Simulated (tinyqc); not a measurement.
Changing the grading rate (misfit per thickness) R_f: kinetics of strain relaxation and threading dislocations in mismatched semiconductor layers. Computed by tinyqc, a small Python program. Command: `OMP_NUM_THREADS=1 python tinyqc.py 3017337 3017338 out.jsonl threading sweep`. One thread of a shared host (Intel(R) Xeon(R) Processor @ 2.30GHz), about 0.01 s of CPU time with the checks.

60-degree dislocations on {111} planes of a (001) layer, isotropic elasticity. The Schmid factor is 1/sqrt(6), and a misfit segment relieves strain with b/2.

Inputs (values chosen for the exercise, modelled on Si(0.7)Ge(0.3) on Si):
```
quantity                               value         unit
misfit f                              0.0126            -
shear modulus G                         62.4          GPa
Poisson ratio nu                        0.27            -
Burgers vector b                        3.89     angstrom
glide activation energy Q               2.04           eV
velocity prefactor v0                  25000  m/s per MPa
growth temperature of the buffer T_g    1108            K
growth rate R_g                         0.81         nm/s
```

Constants: k_B = 8.617333262e-05 eV/K.

Method. In steady grading, strain is fed at R_f R_g and relieved at (b/4) rho v. As a glide-limited estimate, the driving stress is taken as the mean stress of the strained top zone, whose depth z solves R_f z/2 = e_eq(z), with strain R_f z at the surface; tau_g = S R_f z/2 is its mean; then rho = 4 R_f R_g/(b m tau_g), m = v0 exp(-Q/(k_B T_g)), S = (1/sqrt 6) 2 G (1 + nu)/(1 - nu), e_eq(z) = b (1 - nu/4) [ln(z/b) + 1]/(4 pi (1 + nu) z).

One run for each value; columns: (1) grading rate (misfit per thickness) R_f (1/micrometre); (2) thread density of the buffer (1/cm^2); (3) depth z of the strained zone (nm); (4) stress tau_g (MPa); (5) buffer thickness f/R_f (micrometre):
```
(1)        (2)     (3)     (4)     (5)
0.00050   1604  891.25   19.75  25.200
0.00097   2280  626.86   26.95  12.990
0.00190   3261  438.23   36.90   6.632
0.00360   4588  311.53   49.70   3.500
0.00690   6500  219.86   67.23   1.826
0.01300   9137  156.42   90.12   0.969
0.02600  13281  107.61  123.99   0.485
0.05000  18932   75.49  167.28   0.252
```

Describe and explain the trends.

Over the rows, thread density of the buffer (1/cm^2) rises from 1600 to 18900 (exponent d ln y / d ln x about 0.54 throughout); depth z of the strained zone (nm) falls from 891 to 75.5 (exponent d ln y / d ln x about -0.54 throughout); stress tau_g (MPa) rises from 19.7 to 167 (exponent d ln y / d ln x about 0.46 throughout). The exponent of thread density of the buffer stays between 0.53 and 0.54, near 0.50: the feed goes as R_f and the stress as its root, but for the logarithm. The exponent of depth z of the strained zone stays between -0.54 and -0.53, near -0.50: R_f z against 1/z, but for the logarithm.

Caution (all rows): real buffers seldom go below 1e5 /cm^2, as pile-ups and nucleation take over; this value is a lower bound.

Extremes, crossings and ranges named in words are read from the listed rows.
